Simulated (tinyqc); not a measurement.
The same stress in different states: Raman shift of the zone-centre optical phonon of a diamond-structure crystal under stress. Computed by tinyqc, a small Python program. Command: `OMP_NUM_THREADS=1 python tinyqc.py 3014324 3014325 out.jsonl ramanstress walk`. One thread of a shared host (Intel(R) Xeon(R) Processor @ 2.30GHz), about 0.01 s of CPU time with the checks.

Axes x, y, z are the cube axes. Strain shifts the threefold optical mode and can split it; p, q and r are the phonon deformation potentials.

Inputs (values chosen for the exercise, modelled on germanium):
```
quantity                         value  unit
unstrained frequency omega_0     300.7  1/cm
p/omega_0^2                      -1.41     -
q/omega_0^2                      -1.87     -
r/omega_0^2                      -1.08     -
C11                              129.1   GPa
C12                              47.91   GPa
C44                              66.79   GPa
stress sigma (tension positive)    1.5   GPa
```

Stress state: hydrostatic. Axis: none.

Method:
- S11 = (C11 + C12)/D, S12 = -C12/D, D = (C11 - C12)(C11 + 2 C12), S44 = 1/C44.
- eps_xx = S11 sigma_xx + S12 (sigma_yy + sigma_zz), and cyclic; eps_xy = S44 sigma_xy/2 (tensor strain).
- Secular matrix: M_xx = p eps_xx + q (eps_yy + eps_zz), M_xy = 2 r eps_xy; its eigenvalues are omega^2 - omega_0^2, and the shifts are these over 2 omega_0.
- Uniaxial: sigma n n^T; biaxial: sigma (1 - n n^T); hydrostatic: sigma 1. The line seen from (001) is taken as unresolved, at the intensity-weighted shift M_zz/(2 omega_0).

S44 = 14.9723 1/TPa

S11 = 9.69320 1/TPa

S12 = -2.62359 1/TPa

Shifts (1/cm):
```
state                   lowest   middle  highest  line seen from (001)
uniaxial [100]         -2.1472  -2.1472  -0.8694               -2.1472
uniaxial [110]         -3.3317  -2.1472   0.3151               -2.1472
uniaxial [001]         -2.1472  -2.1472  -0.8694               -0.8694
uniaxial [111]         -4.1525  -0.5057  -0.5057               -1.7213
biaxial, normal [001]  -4.2944  -3.0166  -3.0166               -4.2944
biaxial, normal [111]  -4.6582  -4.6582  -1.0114               -3.4426
hydrostatic            -5.1639  -5.1639  -5.1639               -5.1639
```

What does the comparison show, and why?

Seen from (001), uniaxial stress along [100] and along [110] give the same shift (-2.147), and equal biaxial stress in the plane gives twice as much (-4.294), since only sigma_xx + sigma_yy and sigma_zz enter M_zz. Stress along [001] gives -0.869. One measured shift therefore fixes the stress only once its state is assumed: read as uniaxial in the plane, a shift implies twice the stress that it does read as biaxial.

Extremes, crossings and ranges named in words are read from the listed rows.
